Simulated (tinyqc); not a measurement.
# Schottky barrier on an n-type semiconductor with a doping step, non-linear Poisson equation by Newton steps: Capacitance-voltage profiling

One dimension, metal at x = 0, donor density C(x) = N1 for x < x1 and Nd beyond. Energies are counted from the electron Fermi level of the semiconductor and the conduction-band edge is Ec = -psi, so n = Nc exp(psi/Vt); holes follow the Fermi level of the metal, at -V, so p = Nv exp((V - psi - Eg)/Vt). Ends: psi(0) = V - phiB and psi = Vt ln(Nd/Nc) deep inside. Boltzmann statistics, full ionisation, no current, no image force in the Poisson equation.

The Poisson equation d/dx(eps0 eps_r dpsi/dx) = -q (p - n + C) is solved on a mesh of about 1000 nodes or more that ends in neutral material. C_s = q d/dV of the integral of n over x, from the linearised equation. Probed depth w = eps0 eps_r/C_s; apparent doping N_app = C_s^3/(q eps0 eps_r dC_s/dV), the derivative by central differences over +/- 0.02 V.

Inputs (values chosen for the exercise); band and dielectric values close to those of gallium arsenide:

| symbol | value | unit | meaning |
|---|---|---|---|
| T | 300 | K | temperature |
| Eg | 1.45 | eV | band gap |
| eps_r | 13.1 |  | relative permittivity |
| Nc | 4.4e17 | cm^-3 | conduction-band density of states at T |
| Nv | 9.18e18 | cm^-3 | valence-band density of states at T |
| Nd | 4.6e15 | cm^-3 | donor density deep in the semiconductor |
| phiB | 0.77 | eV | barrier height |
| x1 | 330 | nm | depth of the doping step |
| N1 | 2.3e14 | cm^-3 | donor density above the step |

Constants: q = 1.602176634e-19 C, kB = 1.380649e-23 J/K, Vt = kB T/q, eps0 = 8.8541878128e-14 F/cm where lengths are in cm. Results are converted to the units shown.

The same in every row: true C(w) (cm^-3) = 4.60e15.

Result of one run:
```
V (V),C_s (nF/cm^2),w (nm),N_app (cm^-3),|E_0| (kV/cm)
-3,10.4,1.12e3,4.60e15,51.0
```

What becomes of these results when the bias of the metal against the semiconductor V is changed from -3 to -4 V, all else the same?

Result of the changed run:
```
V (V),C_s (nF/cm^2),w (nm),N_app (cm^-3),|E_0| (kV/cm)
-4,9.29,1.25e3,4.60e15,59.4
```

The whole series:
```
V (V),C_s (nF/cm^2),w (nm),N_app (cm^-3),|E_0| (kV/cm)
0,21.2,548,4.59e15,14.9
-1,14.8,784,4.60e15,29.9
-2,12.0,964,4.60e15,41.4
-3,10.4,1.12e3,4.60e15,51.0
-4,9.29,1.25e3,4.60e15,59.4
-5,8.47,1.37e3,4.60e15,67.1
-6,7.84,1.48e3,4.60e15,74.1
-7,7.33,1.58e3,4.60e15,80.6
-8,6.91,1.68e3,4.60e15,86.8
```

C_s falls from 21.2 to 6.91 nF/cm^2 while the probed depth goes from 548 to 1680 nm. The apparent doping stays near 4.60e15 cm^-3. It departs most from the true doping at that depth for V = 0 V, where it is 0.16 % below it; so the doping is read well over the depths probed. The step lies inside the layer that is depleted at zero bias and is not seen.

Computed by the program tinyqc: `OMP_NUM_THREADS=1 python tinyqc.py 2020034 2020035 out.jsonl`, one thread of a shared Intel Xeon 2.30GHz, about 0.06 s for the whole run.
